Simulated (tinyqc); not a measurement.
Balance functions: hot carriers by balance equations with a heated Maxwellian. Computed by tinyqc, a small Python program. Command: `OMP_NUM_THREADS=1 python tinyqc.py 3015690 3015691 out.jsonl hot walk`. One thread of a shared host (Intel(R) Xeon(R) Processor @ 2.30GHz), about 0.02 s of CPU time with the checks.

The carriers follow a Maxwellian at an electron temperature T_e, slightly displaced; the drift energy is neglected against k_B T_e. The balance averages the rate, not the time, so mu_0 lies below the relaxation-time value.

Inputs (values chosen for the exercise, for a model non-polar semiconductor):
```
quantity,value,unit
effective mass m,0.565,m_0
density rho,3360,kg/m^3
sound velocity v_l,10600,m/s
acoustic deformation potential D_A,9.3,eV
phonon energy hbar w,49.5,meV
optical or intervalley deformation potential D_o,3.6,1e8 eV/cm
final valleys Z_f,3,-
lattice temperature T,350,K
```

Band: parabolic. Solver: damped fixed point.

Constants: k_B = 8.617333262e-05 eV/K; k_B = 1.380649e-23 J/K; e = 1.602176634e-19 C; hbar = 1.054571817e-34 J s; m_0 = 9.1093837015e-31 kg; hbar = 6.582119569e-16 eV s.

Method:
- Parabolic band: E = hbar^2 k^2/(2 m), speed v = hbar k/m, states per spin, volume and energy g(E) = m k/(2 pi^2 hbar^2). Masses are multiplied by m_0 and all formulas are in SI units.
- Phonon occupation N_q = 1/(exp(hbar w/(k_B T)) - 1).
- Acoustic deformation potential (elastic, equipartition, absorption and emission together): 1/tau = 2 pi k_B T D_A^2 g(E)/(hbar rho v_l^2).
- Optical or intervalley deformation potential: 1/tau = (pi Z_f D_o^2/(rho w)) [N_q g(E + hbar w) + (N_q + 1) g(E - hbar w)], with g = 0 below the band edge.
- Averages over the Maxwellian, <y> = int y x^(1/2) exp(-x) dx / int x^(1/2) exp(-x) dx with x = E/(k_B T_e), split at x_0 = hbar w/(k_B T_e): 64 Gauss-Legendre points in sqrt(x) below it and 128 in sqrt(x - x_0) above it, up to x = 32. Momentum balance: mu(T_e) = e/(m nu), nu = <x (sum of rates)>/<x>. Power lost per carrier: P(T_e) = hbar w <emission rate - absorption rate> + <(2 m v_l^2/(k_B T)) (E - 2 k_B T) acoustic rate>.
- The field that sustains T_e follows from e mu F^2 = P.

Against the electron temperature:
```
T_e (K),mu (cm^2/(V s)),P optical (1e9 eV/s),P acoustic (1e9 eV/s),F (kV/cm),drift velocity (1e7 cm/s)
385,430.53,6.63,4.5361e-01,4.058,0.17469
455,383.67,19.77,1.4794e+00,7.442,0.28554
560,334.55,38.58,3.2824e+00,11.186,0.37423
700,290.83,61.53,6.1164e+00,15.251,0.44357
1050,229.02,109.56,1.4982e+01,23.320,0.53408
1750,172.79,180.84,3.8684e+01,35.643,0.61588
2800,134.78,258.23,8.5630e+01,50.509,0.68078
4200,109.29,336.57,1.6480e+02,67.732,0.74023
```

What follows from these numbers?

Optical phonons take 94 % of the power in the first row and 67 % in the last. The velocity grows as F^0.81 at first and as F^0.29 at the end, so it levels off; if optical phonons alone set both balances the limit at high T_e would be sqrt(3 hbar w tanh(hbar w/2 k_B T)/(4 m)) = 0.88 in the same unit. Rows above 1400 K (k_B T_e > 0.12 eV) stretch the parabolic band.
